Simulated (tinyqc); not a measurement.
Limits of the phonon part: Bloch-Grueneisen resistivity of a metal. Computed by tinyqc, a small Python program. Command: `OMP_NUM_THREADS=1 python tinyqc.py 3014362 3014363 out.jsonl bg walk`. One thread of a shared host (Intel(R) Xeon(R) Processor @ 2.30GHz), about 0.01 s of CPU time with the checks.

Electrons scatter from a Debye spectrum of phonons (n = 5 for scattering within one band, n = 3 for scattering into a second, heavy band) and from static defects.

Inputs (values chosen for the exercise, modelled on silver): exponent n = 5; Debye temperature Theta = 228 K; transport coupling lambda_tr = 0.11; Drude plasma energy hbar w_p = 9 eV; residual resistivity rho_0 = 0.11 microohm cm.

Addition: none.

Constants: k_B = 1.380649e-23 J/K; hbar = 1.054571817e-34 J s; eps_0 = 8.8541878128e-12 F/m; hbar = 6.582119569e-16 eV s.

Method:
- J_n(y) = int_0^y x^n e^x/(e^x - 1)^2 dx, by 96 Gauss-Legendre points (upper limit at most 60).
- rho_ph = (n - 1) rho_1 (T/Theta)^n J_n(Theta/T), with rho_1 = 2 pi lambda_tr k_B Theta/(hbar eps_0 w_p^2), the high-temperature line at T = Theta.
- Matthiessen's rule: rho = rho_0 + rho_ph.
- Low T: (n - 1) n! zeta(n) rho_1 (T/Theta)^n. High T: rho_1 (T/Theta) [1 - (n - 1)/(12 (n + 1)) (Theta/T)^2].

Resistivities (microohm cm):
```
T (K)      rho_ph   low-T law  straight line  line with correction  total rho
6.8    1.4638e-05  1.4638e-05         0.0372                     -     0.1100
11.0   1.6213e-04  1.6214e-04         0.0601                     -     0.1102
18.0   1.8779e-03  1.9023e-03         0.0984                     -     0.1119
27.0   1.2303e-02  1.4446e-02         0.1476                     -     0.1223
46.0   8.2213e-02  2.0736e-01         0.2514                     -     0.1922
80.0   2.8756e-01  3.2990e+00         0.4373                0.2400     0.3976
110.0  4.7808e-01  1.6214e+01         0.6013                0.4578     0.5881
180.0  9.0122e-01  1.9023e+02         0.9839                0.8962     1.0112
270.0  1.4189e+00  1.4446e+03         1.4758                1.4174     1.5289
460.0  2.4804e+00  2.0736e+04         2.5144                2.4801     2.5904
```

What follows from these numbers?

The low-T law holds to 10 % up to 18 K, the straight line from 180 K on. The local exponent of rho_ph falls from 5.00 to 1.05. Phonons overtake the residual resistivity between 46.0 and 80.0 K.

Extremes, crossings and ranges named in words are read from the listed rows.
